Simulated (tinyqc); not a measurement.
Junction parameters from two forward currents.

Inverse problem. D(v) = J1 (exp(v/Vt) - 1) + J2 (exp(v/(2 Vt)) - 1). Find J1, J2 and the voltage 2 Vt ln(J2/J1) near which both parts are equal.

Values chosen for this exercise:
- T = 300 K (temperature)

Constants: q = 1.602176634e-19 C, kB = 1.380649e-23 J/K, Vt = kB T/q. Results are converted to the units shown.

junction voltages (V): [0.26, 0.7]
currents (uA/um): [2.8883308e-6, 0.15234547]

Answer. The current is linear in J1 and J2, so two points give two equations.

J1 = 2.40e-13 uA/um
J2 = 1.90e-8 uA/um
crossover = 0.583 V

Program tinyqc, `OMP_NUM_THREADS=1 python tinyqc.py 2182196 2182197 out.jsonl`; Intel Xeon 2.30GHz, shared host, one thread, about 0.2 s.
